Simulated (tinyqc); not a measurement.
Rigid-ion and shell models of the dielectric response of an ionic crystal: one step, computed by the program tinyqc.

Charges +Z and -Z; 6 nearest neighbours, Madelung constant M = 1.747565, volume per ion pair Omega = 2.000000 d^3. Energy per pair U = -M Z^2 e2/d + 6 A exp(-d/rho), e2 = e^2/(4 pi eps_0). In the shell model the anion is a core of charge Y - Z and a massless shell of charge -Y, joined by the spring k; the repulsion acts on the shell. Each ion feels the Lorentz field E + (4 pi/3) P (Gaussian units).

Task: Shell model: lattice response. mu lambda_TO = R' - (4 pi e2/(3 Omega)) Z_S^2/(1 - b); mu lambda_LO = mu lambda_TO + 4 pi e2 Z*^2/(eps_inf Omega); eps_s = eps_inf lambda_LO/lambda_TO. lambda in eV/(angstrom^2 u) gives the wavenumber 15.6333042 x 33.35640952 x sqrt(lambda); mu is the reduced mass.

Inputs (values chosen for the exercise, for a model crystal): cation mass = 94.5 u; anion mass = 79.9 u.

Structure: rock salt.

anion polarisability alpha_- = 1.146190 angstrom^3

Szigeti charge Z_S = 0.8219659 e

softened spring R' = 4.052737 eV/angstrom^2

b = 0.1756344

eps_inf = 1.639162

Born charge Z* = 0.9970889 e

volume Omega = 38.06833 angstrom^3

Constants: e^2/(4 pi eps_0) = 14.39964548 eV angstrom; nu for 1 eV/(angstrom^2 u) = 15.6333042 THz; 1 THz = 33.35640952 1/cm.

Give: mu lambda_TO; omega_TO; omega_LO; eps_s; share of R' left after the dipole term.

Result:

mu lambda_TO = 2.754 eV/angstrom^2

omega_TO = 131.5 1/cm

omega_LO = 188.2 1/cm

eps_s = 3.355

share of R' left after the dipole term = 0.6796

The dipole field cancels 32 % of the short-range spring.
